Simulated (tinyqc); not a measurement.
Worked calculation: plane-wave Kohn-Sham cycle with exchange-only LDA in a layered model solid. One step of it, computed by the program tinyqc.

Task: Iteration 1: Hamiltonian at one k. H(m,m') = (k + G_m)^2/2 delta + V(G_m - G_m'), with V(-G) = V(G).

A solid whose potential varies along x alone (atomic units):

| parameter | value |
|---|---|
| period a | 11.800000 |
| cross-section of the cell | 27.000000 |
| electrons per cell | 2 |
| grid points | 16 |
| plane waves -n..n, n | 3 |
| k points | 1 |
| V1 in V1 cos(2 pi x/a) | -0.320000 |
| V2 in V2 cos(4 pi x/a) | -0.070000 |

V(G_m), m = 0, 1, 2, ... (hartree): -0.181657  -0.160000  -0.035000  0.000000  0.000000  0.000000  0.000000

k = 0.000000 2 pi / a

Give: H.

Result:

H (hartree), lower triangle:
```
         -3       -2       -1       +0       +1       +2      +3
-3   1.0942
-2  -0.1600   0.3854
-1  -0.0350  -0.1600  -0.0399
+0   0.0000  -0.0350  -0.1600  -0.1817
+1   0.0000   0.0000  -0.0350  -0.1600  -0.0399
+2   0.0000   0.0000   0.0000  -0.0350  -0.1600   0.3854
+3   0.0000   0.0000   0.0000   0.0000  -0.0350  -0.1600  1.0942
```
